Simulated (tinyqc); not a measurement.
Which pair of peaks is best: composition and strain of an epitaxial Si(1-x)Ge(x) layer from Raman and X-ray peaks. Computed by tinyqc, a small Python program. Command: `OMP_NUM_THREADS=1 python tinyqc.py 3017240 3017241 out.jsonl epiraman walk`. One thread of a shared host (Intel(R) Xeon(R) Processor @ 2.30GHz), about 0.01 s of CPU time with the checks.

A (001) layer, biaxially strained in the plane. The Raman peaks follow empirical lines omega = w0 + c1 x + c3 x^3 + b eps (c3 for Si-Ge alone), with eps the in-plane strain.

Inputs (values chosen for the exercise, modelled on silicon-germanium):
```
quantity                     value  unit
Ge fraction x                 0.82     -
Si-Si: c1                    -68.3  1/cm
Si-Si: strain coefficient b   -720  1/cm
Si-Ge: c1                     24.8  1/cm
Si-Ge: c3                    -32.2  1/cm
Si-Ge: strain coefficient b   -556  1/cm
Ge-Ge: c1                     18.6  1/cm
Ge-Ge: strain coefficient b   -453  1/cm
uncertainty of a Raman peak   0.05  1/cm
```

Substrate: germanium.

Method. For each pair invert J = [d omega/dx, d omega/d eps] at the true x. Independent errors of the given size in both peaks give sigma_x and sigma_eps = uncertainty x (norm of the rows of the inverse of J).

Error propagation:
```
pair               det J     sigma_x  sigma_eps (per mille)
Si-Si and Si-Ge   9.0640   0.0050181                0.43705
Si-Si and Ge-Ge  44.3319  9.5941e-04               0.079838
Si-Ge and Ge-Ge   28.531   0.0012568               0.077551
```

What does the comparison show, and why?

The pair Si-Si and Ge-Ge fixes x best (sigma_x = 9.6e-4) and Si-Si and Si-Ge worst (0.0050), a factor 5.2. Strain moves all peaks the same way, so a good pair needs different ratios of composition slope to strain coefficient, best of opposite sign; the slopes here are -68.3, -40.2 and 18.6 per cm for Si-Si, Si-Ge and Ge-Ge. Errors in the coefficients themselves are not counted.

Extremes, crossings and ranges named in words are read from the listed rows.
